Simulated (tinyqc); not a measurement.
Inside a calculation: donor level screened by free carriers (Yukawa potential). Values are carried at full precision from step to step, so a last printed digit may differ when a step is redone from the rounded ones.

Screening wave number: Debye ks^2 = 4 pi q n/(eps kB T); Thomas-Fermi ks^2 = 6 pi q n/(eps EF) with EF = c (3 pi^2 n/gv)^(2/3)/m, c = hbar^2/2m0; the two are joined by 1/ks^2 = sqrt(1/ks_D^4 + 1/ks_TF^4). 1e18/cm^3 = 1e-6/angstrom^3, q = e^2/(4 pi eps0).

Constants: e^2/(4 pi eps0) = 14.39964547 eV angstrom; kB = 8.617333262e-05 eV/K; hbar^2/2m0 = 3.80998211 eV angstrom^2; Ry = 13.60569312 eV; a0 (Bohr radius) = 0.5291772105 angstrom.

Values chosen for the exercise (near those of a donor in 4H SiC, with one mean mass; shifted at random, so the results belong to these values and not to a real crystal):

| symbol | value | unit | meaning |
|---|---|---|---|
| m | 0.408 | m0 | mass |
| eps | 9.7 |  | dielectric constant |
| gv | 3 |  | valleys |
| T | 77 | K | temperature |
| n | 0.47 | x 1e18/cm^3 | free-carrier density |

## Units and screening length

Give Ry* = Ry m/eps^2, a* = a0 eps/m, EF, the three values of ks, and x = ks a*.

Ry* = 58.998 meV
a* = 12.58 angstrom
EF = 2.60 meV

ks: Debye, Thomas-Fermi, joined (1/angstrom): 0.03635  0.07116  0.03576

x = 0.4499

EF/kB T = 0.39, so the Debye value, the smaller one, controls the screening. n is an outside input: with a bare binding above 3 kB T many donors can hold their electrons at this temperature, the more so the higher n/Nc.

## One-parameter trial function

Potential -(q/(eps r)) exp(-ks r), q = e^2/(4 pi eps0). In units Ry* = Ry m/eps^2 and a* = a0 eps/m the problem is [-Laplacian - 2 exp(-x r)/r] psi = E psi with x = ks a*.

For exp(-z r): E(z) = z^2 - 8 z^3/(2z + x)^2 in Ry*. Scan z = 0.5, 0.6, ..., 1.1, then minimise; first order gives -1 + 2x.

Scan (Ry*):

| z | kinetic | potential | E |
|---|---|---|---|
| 0.5 | 0.2500 | -0.4757 | -0.2257 |
| 0.6 | 0.3600 | -0.6348 | -0.2748 |
| 0.7 | 0.4900 | -0.8019 | -0.3119 |
| 0.8 | 0.6400 | -0.9748 | -0.3348 |
| 0.9 | 0.8100 | -1.1521 | -0.3421 |
| 1.0 | 1.0000 | -1.3329 | -0.3329 |
| 1.1 | 1.2100 | -1.5164 | -0.3064 |

best z = 0.895
E = -0.3422 Ry*
binding = 20.19 meV

First order in x would give -0.100 Ry*, a rigid shift by q ks/eps; it overstates the loss of binding by 0.242 Ry*.

## Converged levels

Converged values use 18 functions exp(-z r), z = 1.55^i, i = -11 to 6: S = 2/A^3, H = z_i z_j S - 2/(A + x)^2, A = z_i + z_j.

The 1s and 2s levels and the mean radius.

1s = -0.3445 Ry*
binding = 20.32 meV
<r> = 21.9 angstrom
second root = 0.0000 Ry*

The trial function misses by 0.0023 Ry*. Screening leaves 34 % of the bare binding, 3.06 kB T. 2s is no longer bound (it unbinds at x = 0.310).

## Checks

- 1s at x = 0.5 against the known -0.29623 Ry*: both -0.29623.
- 1s at x = 0 against -1: both -1.00000.

tinyqc: `OMP_NUM_THREADS=1 python tinyqc.py 1251826 1251827 out.jsonl`; about 0.01 s, one thread, shared Intel(R) Xeon(R) Processor @ 2.30GHz.
